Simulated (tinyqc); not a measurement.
# Worked calculation: MOSFET in the linear regime without short-channel effects, parameter extraction from computed curves

Numbers from tinyqc (`OMP_NUM_THREADS=1 python tinyqc.py 2210028 2210029 out.jsonl`; about 0.01 s on one thread of a shared Intel Xeon 2.30GHz). Printed values are rounded.

Inversion charge Q = Cox n Vt W0(exp((Vg - VT)/(n Vt))), W0 the Lambert function and n = nf; u = Q/Cox; mobility mu = mu0/(1 + th1 u + th2 u^2); channel resistance Rch = (L - dL)/(W mu Q); Id = Vd/(Rch + Rsd/W). Cox = eps0 eox/tox. Small Vd, no channel-length or drain effects.

Inputs (values chosen for the exercise); channel values of the order met in silicon transistors:

| symbol | value | unit | meaning |
|---|---|---|---|
| T | 300 | K | temperature |
| eox | 7.54 |  | relative permittivity of the gate insulator (close to silicon nitride) |
| tox | 3.3 | nm | insulator thickness |
| mu0 | 260 | cm^2/(V s) | low-field mobility |
| th1 | 0.28 | 1/V | first mobility attenuation factor |
| th2 | 0 | 1/V^2 | second mobility attenuation factor |
| VT | 0.58 | V | threshold voltage |
| nf | 1.47 |  | body factor |
| W | 0.5 | um | gate width |
| L | 0.11 | um | drawn gate length |
| dL | 0.003 | um | drawn less effective length |
| Rsd | 160 | ohm um | source plus drain resistance |
| Vd | 0.05 | V | drain voltage |

Constants: q = 1.602176634e-19 C, kB = 1.380649e-23 J/K, Vt = kB T/q, eps0 = 8.8541878128e-14 F/cm where lengths are in cm. Results are converted to the units shown.

## Transfer curve

Vg, point 0 to 10 (V): 0.34  0.46  0.58  0.7  0.82  0.94  1.06  1.18  1.3  1.42  1.54

u, mu, Rch and Id as defined.

```
point       u (V)  mu (cm^2/(V s))  Rch (ohm)     Id (uA)
0      6.85948e-5          259.995  5.93132e6  0.00842937
1      0.00155137          259.887  2.62367e5    0.190341
2       0.0215528          258.440    18990.8     2.58923
3       0.0880628          253.743    4733.92     9.89331
4        0.180739          247.476    2364.96     18.6223
5        0.283616          240.872    1548.43     26.7605
6        0.391377          234.322    1153.45     33.9339
7        0.501923          227.962    924.500     40.1768
8        0.614249          221.845    776.272     45.6091
9        0.727802          215.985    672.930     50.3560
10       0.842252          210.385    596.968     54.5275
```

## Threshold and mobility at the peak transconductance

gm_i = (Id_(i+1) - Id_(i-1))/(Vg_(i+1) - Vg_(i-1)); at the point j of largest gm the tangent meets the axis at V_ext = Vg_j - Id_j/gm_j; field-effect mobility gm_j L/(W Cox Vd) with the drawn L.

gm, point 1 to 9 (uS): 10.7533  40.4291  66.8044  70.2798  63.7985  55.9013  48.6467  42.4136  37.1600
j = 4
V_ext = 0.555027 V
field-effect mobility = 152.854 cm^2/(V s)

V_ext is 25 mV below the model VT, and the mobility so found is 43 % below mu0 L/(L - dL) = 267 cm^2/(V s), the value for the drawn L; attenuation, series resistance and the slow approach of Q to a straight line all lower the peak gm.

## The Y function

Y_i = Id_i/sqrt(gm_i). For Id = beta Vd x/(1 + th x), x = Vg - VT, Y = sqrt(beta Vd) x whatever th. Slope s from points 6 and 9; VT_Y = Vg - Y/s at point 9; beta = s^2/Vd; mobility beta L/(W Cox) with the drawn L; th* = (beta Vd x/Id - 1)/x at point 9.

Y, point 1 to 9 (uA^0.5 V^0.5): 0.0580444  0.407214  1.21043  2.22135  3.35034  4.53861  5.76035  7.00325  8.26064
s = 10.3390 uA^0.5 V^-0.5
VT_Y = 0.621018 V
beta = 2137.88 uA/V^2
mobility from Y = 232.488 cm^2/(V s)
th* = 0.871174 1/V

The mobility from Y is 13 % below mu0 L/(L - dL) = 267 cm^2/(V s), which it should reach in deep inversion when th2 = 0. th* compares with th1 + mu0 Cox Rsd/(L - dL) = 1.07 1/V, since series resistance enters like th1. The match is poor here: at these overdrives Q is not yet a straight line in Vg.
